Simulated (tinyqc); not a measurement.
# Length offset and series resistance from crossing lines

Inverse problem. R_total = Rs + k (L - dL)/Vo with constant Rs, dL and k. Find k, dL and Rs.

R_total at (L, Vo) = (40, 0.34), (80, 0.34), (40, 0.95) and (80, 0.95), L in nm and Vo in V (ohm um): [249.20588, 496.26471, 145.69474, 234.11579]

Answer. At each overdrive R is a straight line in L with slope k/Vo; the two lines cross at L = dL, R = Rs.

k = 2.10 ohm um V/nm
dL = 13.9 nm
Rs = 88.0 ohm um

Program tinyqc, `OMP_NUM_THREADS=1 python tinyqc.py 2282146 2282147 out.jsonl`; Intel Xeon 2.30GHz, shared host, one thread, about 0.03 s.
